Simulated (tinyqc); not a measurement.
Input admittance of a MOSFET at zero drain bias: distributed channel and distributed gate: one step of the calculation.

Source and drain grounded, strong inversion, w = 2 pi f, Cox = eps0 eox/tox. The channel is an RC line of resistance 1/(mu Cox Vo) per square fed from both ends, so one finger has the intrinsic admittance y = i w Cox L tanh(g)/g per width, g = (1/2) sqrt(i w tau), tau = L^2/(mu Vo). The vertical resistance rv/L is in series with y, the overlaps 2 i w Cov in parallel: y_t = 1/(1/y + rv/L) + 2 i w Cov. The gate strip is a line of Rsh/L per length loaded by y_t, so a finger has Y = y_t Wf tanh(k)/k, k = (Wf/sd) sqrt(y_t Rsh/L); the device has Nf Y.

Problem. Input impedance of the device. k and Y as defined; Z = 1/(Nf Y) = R + 1/(i w C); Q = |Im Z|/R; signal at the point farthest from a contact |1/cosh k|.

Inputs (values chosen for the exercise); values of the order met in silicon radio-frequency transistors:
```
symbol,value,unit,meaning
L,0.57,um,channel length
Wf,3.1,um,finger width
Nf,8,,number of fingers
Rsh,4,ohm/square,sheet resistance of the gate
sd,1,,number of ends at which a finger is contacted
f,2.3,GHz,frequency
```

y_t = 3.148481+94.727880i uS/um

Wanted: k; Nf Y; R; C; Q; signal at the far point.

Solution.

k = 0.057464+0.055586i
Nf Y = 0.0831+2.3489i mS
R = 15.039 ohm
C = 162.74 fF
Q = 28.273
signal at the far point = 0.99989

Numbers from tinyqc (`OMP_NUM_THREADS=1 python tinyqc.py 2262090 2262091 out.jsonl`; about 0.01 s on one thread of a shared Intel Xeon 2.30GHz).
